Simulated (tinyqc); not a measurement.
## Admittance spectroscopy of a deep trap: admittance against frequency

Schottky contact on an n-type layer with shallow donors Nd (all ionised) and a donor-like deep trap, neutral when filled and positive when empty; depletion approximation. Traps within lam of the depletion edge stay filled. The traps at xt = W - lam, where the level crosses the Fermi level, follow a slow signal and not a fast one. w = 2 pi f.

Emission rate en = sn vth(T) Nc(T) exp(-Et/kB T) = sn g T^2 exp(-Et/kB T), g = vth Nc/(300 K)^2, as vth goes as T^0.5 and Nc as T^1.5 (degeneracy factor 1). lam = sqrt(2 eps0 eps_r (EF - ET)/(q Nd)), EF - ET = Et - (kB T/q) ln(Nc(T)/Nd), Nc(T) = Nc (T/300 K)^1.5. In the steady state at the band bending V, 2 eps0 eps_r V/q = Nd W^2 + Nt (W - lam)^2 (the second term only if W > lam). V = Vbi + Vr. C_HF = eps0 eps_r/W, C_LF = eps0 eps_r (Nd + Nt)/(Nd W + Nt xt). Inflection frequency w0 = 2 en [1 + Nt xt/(Nd W)]; C = C_HF + (C_LF - C_HF)/(1 + (w/w0)^2), G/w = (C_LF - C_HF)(w/w0)/(1 + (w/w0)^2).

Inputs (values chosen for the exercise); material values close to those of silicon:

| symbol | value | unit | meaning |
|---|---|---|---|
| eps_r | 11.5 |  | relative permittivity |
| Nc | 2.79e19 | cm^-3 | conduction-band density of states at 300 K |
| vth | 2.2e7 | cm/s | thermal velocity at 300 K |
| Nd | 8.6e14 | cm^-3 | shallow donor density |
| Vbi | 0.69 | V | built-in voltage |
| Et | 0.2 | eV | depth of the trap below the conduction edge |
| sn | 4.6e-14 | cm^2 | capture cross-section |
| Nt | 3.4e13 | cm^-3 | trap density |
| Vr | 1.6 | V | reverse bias |
| T | 115 | K | temperature |

Constants: q = 1.602176634e-19 C, kB = 1.380649e-23 J/K, eps0 = 8.8541878128e-14 F/cm where lengths are in cm. Results are converted to the units shown.

Result of one run:
```
f (Hz)  C (nF/cm^2)  G/w (nF/cm^2)
81000         5.600       0.001383
```

What becomes of these results when the signal frequency f is changed from 81000 to 2800 Hz, all else the same?

Result of the changed run:
```
f (Hz)  C (nF/cm^2)  G/w (nF/cm^2)
2800          5.620        0.02358
```

The whole series:
```
f (Hz)  C (nF/cm^2)  G/w (nF/cm^2)
96            5.648       0.001963
220           5.648       0.004467
520           5.646        0.01015
1200          5.638        0.01946
2800          5.620        0.02358
6500          5.606        0.01527
15000         5.601       0.007296
35000         5.601       0.003189
81000         5.600       0.001383
```

C falls from 5.65 to 5.60 nF/cm^2, between C_LF = 5.65 and C_HF = 5.60, and G/w goes from 0.00196 through a maximum of 0.0236 (at f = 2800 Hz among the rows listed) to 0.00138 nF/cm^2. The exact peak is half of the step, 0.0240 nF/cm^2, at 2340 Hz.

Program tinyqc, `OMP_NUM_THREADS=1 python tinyqc.py 2050031 2050032 out.jsonl`; Intel Xeon 2.30GHz, shared host, one thread, about 0.01 s.
